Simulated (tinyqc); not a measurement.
Polytypes and stacking faults of a tetrahedral semiconductor in an axial Ising model with couplings up to third neighbours: one step, computed by the program tinyqc. Command: `OMP_NUM_THREADS=1 python tinyqc.py 3002014 3002015 out.jsonl polytype walk`. One thread of a shared host (Intel(R) Xeon(R) Processor @ 2.30GHz), about 0.01 s of CPU time with the checks.

Each double layer has s = +1 or -1 for the sense of its stacking step; E per pair of atoms = E0 - sum_n J_n <s_i s_(i+n)>, n = 1, 2, 3. Hexagonality h = (1 - <s_i s_(i+1)>)/2.

Task: Stacking-fault energies. Faults in 3C: the sequences intrinsic (-), extrinsic (--), twin boundary (+ turns to -) are put between perfect repeats; k_n = (layers x C_n of the host) - sum_i s_i s_(i+n). gamma = sum k_n J_n/A, A = (sqrt 3/2) a^2; 1 meV/angstrom^2 = 16.02177 mJ/m^2.

Inputs (values chosen for the exercise, of the order of those of silicon for J, a, G and the gaps): J1 = 10.4 meV/pair; J2 = -0.808 meV/pair; J3 = -0.52 meV/pair; basal lattice constant a = 3.84 angstrom.

Host polytype: 3C.

fault coefficients k_n, rows intrinsic, extrinsic, twin boundary, columns J1, J2, J3:
```
[[4, 4, 4],
 [4, 8, 8],
 [2, 4, 6]]
```

Constants: 1 eV/angstrom^2 = 16.02176634 J/m^2.

Give: gamma; energy of the glide fault, intrinsic.

Result:

gamma (mJ/m^2): intrinsic 45.53, extrinsic 38.86, twin boundary 18.13

energy of the glide fault, intrinsic = 45.53 mJ/m^2

The cheapest is the twin boundary fault.
